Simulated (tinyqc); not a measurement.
Sublattice potential against complex hopping: Haldane model. Computed by the program tinyqc. Command: `OMP_NUM_THREADS=1 python tinyqc.py 111261 111262 out.jsonl`; one thread of a shared host (Intel(R) Xeon(R) Processor @ 2.60GHz), about 0.1 s.

Honeycomb lattice:

| parameter | value |
|---|---|
| t1 (eV) | 2.110000 |
| t2 (eV) | 0.360000 |
| phi (rad) | -1.830000 |

H_AA = delta - 2 t2 sum cos(k.b + phi), H_BB = -delta - 2 t2 sum cos(k.b - phi), H_AB = -t1 (1 + exp(-i k.a1) + exp(-i k.a2)), b = a1, a2 - a1, -a2, m = 3 sqrt3 t2 sin(phi); the sign of the Chern number follows the orientation k1 then k2.

Gaps at the two valleys (eV) and Chern number of the lower band (12 x 12 mesh):

| delta | gap 2\|delta - m\| | gap 2\|delta + m\| | Chern number |
|---|---|---|---|
| -3.255 | 2.894 | 10.126 | 0 |
| -2.350 | 1.084 | 8.316 | 0 |
| -1.085 | 1.446 | 5.786 | 1 |
| 0.000 | 3.616 | 3.616 | 1 |
| 0.723 | 5.062 | 2.170 | 1 |
| 1.356 | 6.328 | 0.904 | 1 |
| 2.260 | 8.136 | 0.904 | 0 |
| 3.616 | 10.848 | 3.616 | 0 |

Here |m| = 1.8081 eV. For |delta| < |m| the two valleys have masses of opposite sign and the Chern number is +/-1; one gap closes at |delta| = |m|, and beyond it the band is trivial.
